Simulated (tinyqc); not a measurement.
## In-plane mass from two subband densities

Question. At zero temperature each occupied subband holds N_k = D (EF - E_k), D = md m0 q/(pi hbar^2) per eV. Two subbands are occupied. Find md, EF - E1 and EF - E2.

Constants: q = 1.602176634e-19 C, hbar = 1.054571817e-34 J s, m0 = 9.1093837015e-31 kg. Results are converted to the units shown.

N1, N2 (cm^-2): [1.8139842e12, 4.7e11]
E2 - E1 = 46.9 meV

Answer. N1 - N2 = D (E2 - E1) gives D and so md; each N_k/D is a distance to EF.

md = 0.0686 m0
EF - E1 = 63.3 meV
EF - E2 = 16.4 meV

Numbers from tinyqc (`OMP_NUM_THREADS=1 python tinyqc.py 2140118 2140119 out.jsonl`; about 0.5 s on one thread of a shared Intel Xeon 2.30GHz).
